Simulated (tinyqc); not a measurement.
Octagonal on-chip spiral inductor, lumped pi model: one step of the calculation.

Outer diameter do = di + 2 n wd + 2 (n - 1) sp, mean da = (do + di)/2, fill p = (do - di)/(do + di), length l = 3.314 n da. L = 2.25 mu0 n^2 da/(1 + 3.55 p), mu0 = 4 pi 1e-7 H/m. Rs = rho l/(wd delta (1 - exp(-th/delta))), delta = sqrt(rho/(pi f mu0)). Cs = n wd^2 eps0 eo/hu across the coil. At each end Cox = l wd eps0 eo/(2 ho) leads to the substrate branch Rsi = 2 rs he/(l wd) in parallel with Csi = l wd eps0 11.7/(2 he). With one end grounded Y = 1/(Rs + i w L) + i w Cs + 1/[1/(i w Cox) + 1/(1/Rsi + i w Csi)], w = 2 pi f; Q = -Im Y/Re Y. Eddy currents in neighbouring turns and in the substrate are left out.

Task. Admittance, quality factor and apparent inductance. Series branch 1/(Rs + i w L), substrate branch, total Y, Q = -Im Y/Re Y, apparent inductance Im(1/Y)/w, metal-only value w L/Rs, share of the loss in the substrate Re(substrate branch)/Re Y.

Parameters, values chosen for the exercise:
```
symbol  value  unit    meaning
f         9.6   GHz  frequency
```

L = 1.6005217 nH
Rs = 4.8895122 ohm
Cs = 4.6617299 fF
Cox = 31.891094 fF
Rsi = 2474.9468 ohm
Csi = 4.1857061 fF

Find: series branch; substrate branch; Y; Q; apparent inductance; w L/Rs; share of the loss in the substrate.

Result.

series branch = 0.52-10.33i mS
substrate branch = 0.3052+0.2799i mS
Y = 0.828-9.771i mS
Q = 11.79
apparent inductance = 1.685 nH
w L/Rs = 19.74
share of the loss in the substrate = 36.84 %

Q is 59.7 % of the metal-only value.

tinyqc, about 0.01 s, one thread, Intel Xeon 2.30GHz (shared host): `OMP_NUM_THREADS=1 python tinyqc.py 2302069 2302070 out.jsonl`
